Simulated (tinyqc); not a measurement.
From results back to parameters: valence-band offset from core levels. Three cases, with inputs chosen for the exercise.

Problem. At an interface of A and B the binding energy of the core level of B exceeds that of A by dCL. Binding energy of a core level = (EF - Ev) + CL, with one Fermi level for both sides. Find dEv = Ev(A) - Ev(B) and dEc = Eg2 - Eg1 - dEv with the corrected (second) gaps.

Case 1.

Values chosen (out of a larger set: gaps near those of Si and SiO2; not measured data): CL = (54.87, 27.09) eV (depth of a core level below the valence top in bulk A and bulk B); Eg1 = (0.62, 1.13) eV (gap of A: semi-local value, corrected value); Eg2 = (5.42, 9.16) eV (gap of B: semi-local value, corrected value).

dCL = -23.2484 eV

Case 2.

Values chosen (out of a larger set: gaps near those of GaAs and AlAs; not measured data): CL = (66.32, 87.84) eV (depth of a core level below the valence top in bulk A and bulk B); Eg1 = (0.51, 1.51) eV (gap of A: semi-local value, corrected value); Eg2 = (1.36, 2.31) eV (gap of B: semi-local value, corrected value).

dCL = 22.0650 eV

Case 3.

Values chosen (out of a larger set: gaps near those of Si and GaP; not measured data): CL = (67.93, 83.17) eV (depth of a core level below the valence top in bulk A and bulk B); Eg1 = (0.62, 1.15) eV (gap of A: semi-local value, corrected value); Eg2 = (1.54, 2.38) eV (gap of B: semi-local value, corrected value).

dCL = 16.1083 eV

Find: dEv; dEc.

Solution. dCL = (EF - Ev(B)) + CL_B - (EF - Ev(A)) - CL_A = dEv + CL_B - CL_A; the Fermi level drops out.

Case 1.

dEv = 4.53 eV
dEc = 3.50 eV

Case 2.

dEv = 0.55 eV
dEc = 0.25 eV

Case 3.

dEv = 0.87 eV
dEc = 0.36 eV

Computed by tinyqc, one run a case: `OMP_NUM_THREADS=1 python tinyqc.py N N+1 out.jsonl` with N = 1880028, 1880047, 1880070; one thread of a shared Intel(R) Xeon(R) Processor @ 2.30GHz, about 0.01 s a run at most.
